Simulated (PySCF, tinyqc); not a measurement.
RHF in the sto-6g basis, for B+, spin multiplicity 1, step by step. The lowest restricted solution is unstable here: a spin-polarised one lies 0.0000 hartree lower (PySCF). Computed by tinyqc, a small Python program that keeps every step (integrals from PySCF). Settings: charge = 1, multiplicity = 1, basis = sto-6g, energy threshold = 1e-09, iteration cap = 69, orthogonalisation = canonical, start = atomic densities, DIIS depth = 3, method = RHF. Command: `OMP_NUM_THREADS=1 python tinyqc.py 26524 26525 out.jsonl` (the two numbers bound the seeds that draw the settings). One thread of a shared host (Intel(R) Xeon(R) Processor @ 2.60GHz), about 0.05 s of CPU time with the checks. Later iterations appear only in the table of the cycle.

## One-electron integrals

Geometry (angstrom):

| atom | x | y | z |
|---|---|---|---|
| B | 0.000000 | 0.000000 | 0.000000 |

Basis sto-6g: exponents (1/bohr^2) and contraction coefficients of normalised primitives:

| element | l (shell) | exponent | coefficient |
|---|---|---|---|
| B | s (1) | 506.011147 | 0.009164 |
| B | s (1) | 92.776814 | 0.049362 |
| B | s (1) | 25.955658 | 0.168538 |
| B | s (1) | 8.916445 | 0.370563 |
| B | s (1) | 3.462507 | 0.416492 |
| B | s (1) | 1.426054 | 0.130334 |
| B | s (2) | 23.194575 | -0.013253 |
| B | s (2) | 4.590810 | -0.046992 |
| B | s (2) | 1.426819 | -0.033785 |
| B | s (2) | 0.548948 | 0.250242 |
| B | s (2) | 0.238410 | 0.595117 |
| B | s (2) | 0.109280 | 0.240706 |
| B | p (3) | 23.194575 | 0.003760 |
| B | p (3) | 4.590810 | 0.037679 |
| B | p (3) | 1.426819 | 0.173897 |
| B | p (3) | 0.548948 | 0.418036 |
| B | p (3) | 0.238410 | 0.425859 |
| B | p (3) | 0.109280 | 0.101708 |

Overlap, kinetic and nuclear-attraction integrals over the contracted functions; the nuclear repulsion is the sum of Za Zb / Rab.

nuclear repulsion = 0 hartree

overlap S, lower triangle:
```
           1B 1s     1B 2s    1B 2px    1B 2py    1B 2pz
1B 1s   1.000000
1B 2s   0.264891  1.000000
1B 2px  0.000000  0.000000  1.000000
1B 2py  0.000000  0.000000  0.000000  1.000000
1B 2pz  0.000000  0.000000  0.000000  0.000000  1.000000
```

kinetic energy T (hartree), lower triangle:
```
            1B 1s     1B 2s    1B 2px    1B 2py    1B 2pz
1B 1s   10.947243
1B 2s   -0.333880  0.374498
1B 2px   0.000000  0.000000  1.125026
1B 2py   0.000000  0.000000  0.000000  1.125026
1B 2pz   0.000000  0.000000  0.000000  0.000000  1.125026
```

nuclear attraction V (hartree), lower triangle:
```
             1B 1s      1B 2s     1B 2px     1B 2py     1B 2pz
1B 1s   -23.391721
1B 2s    -2.744189  -3.750146
1B 2px    0.000000   0.000000  -3.749977
1B 2py    0.000000   0.000000   0.000000  -3.749977
1B 2pz    0.000000   0.000000   0.000000   0.000000  -3.749977
```

core Hamiltonian H = T + V (hartree), lower triangle:
```
             1B 1s      1B 2s     1B 2px     1B 2py     1B 2pz
1B 1s   -12.444477
1B 2s    -3.078069  -3.375648
1B 2px    0.000000   0.000000  -2.624950
1B 2py    0.000000   0.000000   0.000000  -2.624950
1B 2pz    0.000000   0.000000   0.000000   0.000000  -2.624950
```

## Two-electron integrals

Functions are numbered as in S; the eight-fold symmetry (ij|kl) = (ji|kl) = (kl|ij) leaves the list below.

Two-electron integrals (ij|kl) in chemists' order, unique and non-zero (hartree):
```
(11|11) 2.924993   (21|11) 0.480756   (21|21) 0.099484   (22|11) 0.743449
(22|21) 0.188967   (22|22) 0.544922   (31|31) 0.021096   (32|31) 0.030854
(32|32) 0.120443   (33|11) 0.743450   (33|21) 0.188967   (33|22) 0.544922
(33|33) 0.587109   (41|41) 0.021096   (42|41) 0.030854   (42|42) 0.120443
(43|43) 0.031641   (44|11) 0.743450   (44|21) 0.188967   (44|22) 0.544922
(44|33) 0.523827   (44|44) 0.587109   (51|51) 0.021096   (52|51) 0.030854
(52|52) 0.120443   (53|53) 0.031641   (54|54) 0.031641   (55|11) 0.743450
(55|21) 0.188967   (55|22) 0.544922   (55|33) 0.523827   (55|44) 0.523827
(55|55) 0.587109
```

## Orthogonalisation

S = U s U^T; canonical form X = U s^(-1/2), so that X^T S X = 1. Each column of U has its largest component positive (the first on a tie).

eigenvalues of S: 0.735109  1.000000  1.000000  1.000000  1.264891

X:
```
                1         2         3         4         5
1B 1s    0.824725  0.000000  0.000000  0.000000  0.628722
1B 2s   -0.824725  0.000000  0.000000  0.000000  0.628722
1B 2px   0.000000  1.000000  0.000000  0.000000  0.000000
1B 2py   0.000000  0.000000  1.000000  0.000000  0.000000
1B 2pz   0.000000  0.000000  0.000000  1.000000  0.000000
```

Within a degenerate level the vectors are fixed only up to a rotation; this is one choice.

## Starting guess

The start is atomic minimal-basis densities projected into this basis (PySCF's MINAO start) and scaled to the electron count of each spin; this density is not idempotent, so its energy is not variational and may lie below the converged one.

D at the start, lower triangle:
```
            1B 1s     1B 2s    1B 2px    1B 2py    1B 2pz
1B 1s    1.745157
1B 2s   -0.454760  1.724682
1B 2px   0.000000  0.000000  0.257028
1B 2py   0.000000  0.000000  0.000000  0.257028
1B 2pz   0.000000  0.000000  0.000000  0.000000  0.257028
```

## Iteration 1: building the Fock matrix

J_ij = sum D_kl (ij|kl), K_ij = sum D_kl (ik|jl); F = H + J - 0.5 K; E = tr D H + tr D J / 2 - 0.25 tr D K + E_nn.

Coulomb J (hartree), lower triangle:
```
           1B 1s     1B 2s    1B 2px    1B 2py    1B 2pz
1B 1s   6.522792
1B 2s   1.220129  2.485566
1B 2px  0.000000  0.000000  2.485565
1B 2py  0.000000  0.000000  0.000000  2.485565
1B 2pz  0.000000  0.000000  0.000000  0.000000  2.485565
```

exchange K (hartree), lower triangle:
```
           1B 1s     1B 2s    1B 2px    1B 2py    1B 2pz
1B 1s   4.855161
1B 2s   0.805361  1.034436
1B 2px  0.000000  0.000000  0.383648
1B 2py  0.000000  0.000000  0.000000  0.383648
1B 2pz  0.000000  0.000000  0.000000  0.000000  0.383648
```

Fock matrix F (hartree), lower triangle:
```
            1B 1s      1B 2s     1B 2px     1B 2py     1B 2pz
1B 1s   -8.349266
1B 2s   -2.260621  -1.407301
1B 2px   0.000000   0.000000  -0.331209
1B 2py   0.000000   0.000000   0.000000  -0.331209
1B 2pz   0.000000   0.000000   0.000000   0.000000  -0.331209
```

total energy of this density = -20.98060916 hartree

This density is the starting one; it is not idempotent, so its energy is not variational and may lie below the converged one.

## Iteration 1: diagonalisation and new density

Diagonalise F' = X^T F X, C = X C', fill 2 alpha and 2 beta electrons from the bottom; D = 2 C_occ C_occ^T. Each column has its largest component positive (the first on a tie).

F' = X^T F X (hartree), lower triangle:
```
           1          2          3          4          5
1  -3.560919
2   0.000000  -0.331209
3   0.000000   0.000000  -0.331209
4   0.000000   0.000000   0.000000  -0.331209
5  -3.599565   0.000000   0.000000   0.000000  -5.643887
```

orbital energies (hartree): MO1 -8.349610, MO2 -0.855196, MO3 -0.331209, MO4 -0.331209, MO5 -0.331209

coefficients C:
```
             MO1        MO2       MO3       MO4       MO5
1B 1s   0.998115  -0.281475  0.000000  0.000000  0.000000
1B 2s   0.007028   1.037021  0.000000  0.000000  0.000000
1B 2px  0.000000   0.000000  0.000000  0.000000  1.000000
1B 2py  0.000000   0.000000  1.000000  0.000000  0.000000
1B 2pz  0.000000   0.000000  0.000000  1.000000  0.000000
```

D after iteration 1, lower triangle:
```
            1B 1s     1B 2s    1B 2px    1B 2py    1B 2pz
1B 1s    2.150925
1B 2s   -0.569761  2.150925
1B 2px   0.000000  0.000000  0.000000
1B 2py   0.000000  0.000000  0.000000  0.000000
1B 2pz   0.000000  0.000000  0.000000  0.000000  0.000000
```

Within a degenerate level the vectors are fixed only up to a rotation; this is one choice.

## Iteration 2: building the Fock matrix

As before.

Coulomb J (hartree), lower triangle:
```
           1B 1s     1B 2s    1B 2px    1B 2py    1B 2pz
1B 1s   7.342713
1B 2s   1.327159  2.555859
1B 2px  0.000000  0.000000  2.555858
1B 2py  0.000000  0.000000  0.000000  2.555858
1B 2pz  0.000000  0.000000  0.000000  0.000000  2.555858
```

exchange K (hartree), lower triangle:
```
           1B 1s     1B 2s    1B 2px    1B 2py    1B 2pz
1B 1s   5.957592
1B 2s   0.960252  1.170739
1B 2px  0.000000  0.000000  0.269280
1B 2py  0.000000  0.000000  0.000000  0.269280
1B 2pz  0.000000  0.000000  0.000000  0.000000  0.269280
```

Fock matrix F (hartree), lower triangle:
```
            1B 1s      1B 2s     1B 2px     1B 2py     1B 2pz
1B 1s   -8.080561
1B 2s   -2.231037  -1.405159
1B 2px   0.000000   0.000000  -0.203732
1B 2py   0.000000   0.000000   0.000000  -0.203732
1B 2pz   0.000000   0.000000   0.000000   0.000000  -0.203732
```

total energy of this density = -24.19056245 hartree

## Iteration 2: DIIS over 2 matrices

error matrix X^T (FDS - SDF) X:
```
          1         2         3         4         5
1  0.000000  0.000000  0.000000  0.000000  0.000000
2  0.000000  0.000000  0.000000  0.000000  0.000000
3  0.000000  0.000000  0.000000  0.000000  0.000000
4  0.000000  0.000000  0.000000  0.000000  0.000000
5  0.000000  0.000000  0.000000  0.000000  0.000000
```

B (overlaps of the stored error matrices):
```
               1              2
1  3.9386411e-04  0.0000000e+00
2  0.0000000e+00  0.0000000e+00
```

Minimise |sum c_i e_i|^2 with sum c_i = 1: solve [B -1; -1 0][c; lambda] = [0; -1] with B_ij = tr e_i^T e_j, and take F = sum c_i F_i.

DIIS coefficients: 0.000000  1.000000

extrapolated F (hartree), lower triangle:
```
            1B 1s      1B 2s     1B 2px     1B 2py     1B 2pz
1B 1s   -8.080561
1B 2s   -2.231037  -1.405159
1B 2px   0.000000   0.000000  -0.203732
1B 2py   0.000000   0.000000   0.000000  -0.203732
1B 2pz   0.000000   0.000000   0.000000   0.000000  -0.203732
```

## Iteration 2: diagonalisation and new density

As before.

F' = X^T F X (hartree), lower triangle:
```
           1          2          3          4          5
1  -3.416942
2   0.000000  -0.203732
3   0.000000   0.000000  -0.203732
4   0.000000   0.000000   0.000000  -0.203732
5  -3.461347   0.000000   0.000000   0.000000  -5.513435
```

orbital energies (hartree): MO1 -8.081781, MO2 -0.848596, MO3 -0.203732, MO4 -0.203732, MO5 -0.203732

coefficients C:
```
             MO1        MO2       MO3       MO4       MO5
1B 1s   0.996348  -0.287667  0.000000  0.000000  0.000000
1B 2s   0.013467   1.036958  0.000000  0.000000  0.000000
1B 2px  0.000000   0.000000  0.000000  0.000000  1.000000
1B 2py  0.000000   0.000000  1.000000  0.000000  0.000000
1B 2pz  0.000000   0.000000  0.000000  1.000000  0.000000
```

D after iteration 2, lower triangle:
```
            1B 1s     1B 2s    1B 2px    1B 2py    1B 2pz
1B 1s    2.150925
1B 2s   -0.569761  2.150925
1B 2px   0.000000  0.000000  0.000000
1B 2py   0.000000  0.000000  0.000000  0.000000
1B 2pz   0.000000  0.000000  0.000000  0.000000  0.000000
```

Within a degenerate level the vectors are fixed only up to a rotation; this is one choice.

## Iteration 3: building the Fock matrix

As before.

Coulomb J (hartree), lower triangle:
```
           1B 1s     1B 2s    1B 2px    1B 2py    1B 2pz
1B 1s   7.342713
1B 2s   1.327159  2.555859
1B 2px  0.000000  0.000000  2.555858
1B 2py  0.000000  0.000000  0.000000  2.555858
1B 2pz  0.000000  0.000000  0.000000  0.000000  2.555858
```

exchange K (hartree), lower triangle:
```
           1B 1s     1B 2s    1B 2px    1B 2py    1B 2pz
1B 1s   5.957592
1B 2s   0.960252  1.170739
1B 2px  0.000000  0.000000  0.269280
1B 2py  0.000000  0.000000  0.000000  0.269280
1B 2pz  0.000000  0.000000  0.000000  0.000000  0.269280
```

Fock matrix F (hartree), lower triangle:
```
            1B 1s      1B 2s     1B 2px     1B 2py     1B 2pz
1B 1s   -8.080561
1B 2s   -2.231037  -1.405159
1B 2px   0.000000   0.000000  -0.203732
1B 2py   0.000000   0.000000   0.000000  -0.203732
1B 2pz   0.000000   0.000000   0.000000   0.000000  -0.203732
```

total energy of this density = -24.19056245 hartree

## Iteration 3 (converged): orbitals

As before.

F' = X^T F X (hartree), lower triangle:
```
           1          2          3          4          5
1  -3.416942
2   0.000000  -0.203732
3   0.000000   0.000000  -0.203732
4   0.000000   0.000000   0.000000  -0.203732
5  -3.461347   0.000000   0.000000   0.000000  -5.513435
```

orbital energies (hartree): MO1 -8.081781, MO2 -0.848596, MO3 -0.203732, MO4 -0.203732, MO5 -0.203732

coefficients C:
```
             MO1        MO2       MO3        MO4        MO5
1B 1s   0.996348  -0.287667  0.000000   0.000000   0.000000
1B 2s   0.013467   1.036958  0.000000   0.000000   0.000000
1B 2px  0.000000   0.000000  0.997211  -0.062856   0.040241
1B 2py  0.000000   0.000000  0.074629   0.833930  -0.546801
1B 2pz  0.000000   0.000000  0.000812   0.548279   0.836295
```

D after iteration 3, lower triangle:
```
            1B 1s     1B 2s    1B 2px    1B 2py    1B 2pz
1B 1s    2.150925
1B 2s   -0.569761  2.150925
1B 2px   0.000000  0.000000  0.000000
1B 2py   0.000000  0.000000  0.000000  0.000000
1B 2pz   0.000000  0.000000  0.000000  0.000000  0.000000
```

Within a degenerate level the vectors are fixed only up to a rotation; this is one choice.

## Convergence

Stop when the energy changes by less than 1e-09 hartree and every element of the error matrix X^T (F D S - S D F) X is below 9e-06.

Course of the cycle:

| iteration | E (hartree) | change | largest element of the error matrix |
|---|---|---|---|
| 1 | -20.98060916 | - | 1.40e-02 |
| 2 | -24.19056245 | -3.21e+00 | 2.53e-15 |
| 3 | -24.19056245 | 0.000000 | 2.53e-15 |

PySCF RHF in the same basis = -24.19056245 hartree

Converged in 3 iterations.

## Populations

Mulliken: Z minus the diagonal of D S on the atom; Loewdin: the same with S^(1/2) D S^(1/2).

Charges (e):

| atom | Mulliken | Loewdin |
|---|---|---|
| 1B | 1.000000 | 1.000000 |
